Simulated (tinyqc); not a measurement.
Inside a calculation. Model: pair-potential crystal by lattice sums. Computed by tinyqc, a small Python program that keeps every step. Command: `OMP_NUM_THREADS=1 python tinyqc.py 3027584 3027585 out.jsonl pairsum walk`. One thread of a shared host (Intel(R) Xeon(R) Processor @ 2.30GHz), about 0.02 s of CPU time with the checks. Intermediate numbers are printed to about 6 digits and carried at full precision; extremes and crossings named in words are read from the listed rows.

Energy per atom E = (1/2) sum over neighbours of phi(r); d is the nearest-neighbour distance.

Inputs (values chosen for the exercise, for model atoms): well depth eps = 0.0253 eV; pair minimum r0 = 3.38 angstrom; cut-off r_c/r0 = 1.91; trial neighbour distance d/r0 = 0.987; stiffness alpha r0 = 7.4.

Potential: Morse. Structure: bcc.

Constants: 1 eV/angstrom^3 = 160.2176634 GPa.

## Shell sums at the trial distance

phi0(r) = eps [exp(-2 alpha (r - r0)) - 2 exp(-alpha (r - r0))]; shifted-force cut-off: phi(r) = phi0(r) - phi0(r_c) - (r - r_c) phi0'(r_c) for r < r_c, zero beyond. Shells (distance in units of d, count): fcc 1.0000 (12), 1.4142 (6), 1.7321 (24), 2.0000 (12), 2.2361 (24), 2.4495 (8), 2.6458 (48), 2.8284 (6), 3.0000 (36), 3.1623 (24); hcp 1.0000 (12), 1.4142 (6), 1.6330 (2), 1.7321 (18), 1.9149 (12), 2.0000 (6), 2.2361 (12), 2.3805 (12), 2.4495 (6), 2.5166 (6), 2.5820 (12), 2.6458 (24), 2.7080 (6), 2.8868 (12), 3.0000 (12), 3.1091 (24), 3.1623 (12); bcc 1.0000 (8), 1.1547 (6), 1.6330 (12), 1.9149 (24), 2.0000 (8), 2.3094 (6), 2.5166 (24), 2.5820 (24), 2.8284 (24), 3.0000 (32); sc 1.0000 (6), 1.4142 (12), 1.7321 (8), 2.0000 (6), 2.2361 (24), 2.4495 (24), 2.8284 (12), 3.0000 (30), 3.1623 (24); diamond 1.0000 (4), 1.6330 (12), 1.9149 (12), 2.3094 (6), 2.5166 (12), 2.8284 (24), 3.0000 (16). Volumes per atom in d^3: fcc 0.70711, hcp 0.70711, bcc 0.76980, sc 1.00000, diamond 1.53960; hcp has the ideal c/a. Every shell inside the cut-off is summed. List each shell within the cut-off.

Shells:
```
shell  count  r (angstrom)    phi (eV)  phi' (eV/angstrom)  phi'' (eV/angstrom^2)
1          8       3.33606  -0.0245712          -0.0124478               0.320959
2          6       3.85215  -0.0143941           0.0252565              -0.024899
3         12       5.44776  -0.0003513           0.0010532              -0.002566
4         24       6.38807  -0.0000007           0.0000210              -0.000334
```

## Energy and virial pressure

E = (1/2) sum count x phi; P = -(1/(6 Omega)) sum count x r phi', Omega = 0.769800 d^3.

energy at the trial distance = -0.143583 eV/atom

pressure at the trial distance = -0.302345 GPa

The pressure is negative, so the lattice wants to contract.

## Equilibrium

Equilibrium: dE/dd = 0 at the lowest minimum with d between 0.78 r0 and 1.45 r0; B = d^2 E''(d)/(9 Omega). Unrelaxed vacancy: removing an atom breaks its bonds (2|E|) and placing it on the surface returns |E|, so E_v = |E|.

equilibrium distance d = 3.29851 angstrom

energy per atom = -0.144533 eV

bulk modulus B = 10.2780 GPa

unrelaxed vacancy energy = 0.144533 eV

d is 2.4 % shorter than r0, because further shells pull and the first shell must push back.

## Elastic constants

At zero stress C_ijkl = (1/(2 Omega)) sum (phi'' - phi'/r) R_i R_j R_k R_l / r^2 over all neighbours, on cube axes; so C44 = C12 (Cauchy relation). C' = (C11 - C12)/2.

C11 = 8.42612 GPa

C12 = C44 = 11.2039 GPa

C' = -1.38890 GPa

C' is negative: the structure is unstable against a tetragonal shear.

## Ranking of structures

The formulas are those given above.

Each structure at its own equilibrium:
```
structure  neighbours  d (angstrom)  E (eV/atom)  volume (angstrom^3)  B (GPa)
fcc                12       3.36131    -0.156358              26.8542  11.5089
hcp                12       3.36159    -0.156377              26.8608  11.4676
bcc                 8       3.29851    -0.144533              27.6269  10.2780
sc                  6       3.32172    -0.088322              36.6512   4.7766
diamond             4       3.36233    -0.051437              58.5233   1.7193
```

The order is hcp < fcc < bcc < sc < diamond; hcp lies 0.019 meV below fcc. fcc (-0.156358 eV) and hcp (-0.156377 eV) share two shells and differ from the third on. Pair forces reward the number of bonds: diamond reaches only 33 % of the best binding. Caution: each structure is relaxed in d alone and may be unstable against shear; the tiny fcc-hcp difference depends on the cut-off.

Checks made by the program: virial pressure against -dE/dV (relative difference 3e-08); (C11 + 2 C12)/3 against the curvature of E(d) (relative difference 2e-10).
